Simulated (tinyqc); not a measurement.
Quantum limit of the contact resistance of a two-dimensional channel: one step of the calculation.

Parabolic band with gv valleys, C = hbar^2/(2 m0), eta = (EF - Ec)/(kB T). Landauer picture: each mode conducts 2 q^2/h, and the contacts and the channel add incoherently in series, 1/Tt - 1 = 2 (1/tc - 1) + L/lam for the total transmission Tt.

Question. Resistances. RQ = (h/2q^2)/M for the whole device, R = RQ/Tt; the part of one contact is Rc = RQ (1/tc - 1/2) and the channel adds RQ L/lam.

Inputs (values chosen for the exercise):
```
symbol,value,unit,meaning
tc,0.25,,transmission of each contact
lam,88,nm,back-scattering length of the channel
L,8.1,nm,channel length
```

Constants: q = 1.602176634e-19 C, h = 6.62607015e-34 J s. Results are converted to the units shown.

M = 35.222484 1/um

Wanted: RQ; Rc; channel; R; Tt.

Answer.

RQ = 366.43 ohm um
Rc = 1282.5 ohm um
channel = 33.728 ohm um
R = 2598.7 ohm um
Tt = 0.14100

The two contacts make up 98.7 % of R.

Program tinyqc, `OMP_NUM_THREADS=1 python tinyqc.py 2760164 2760165 out.jsonl`; Intel Xeon 2.30GHz, shared host, one thread, about 0.01 s.
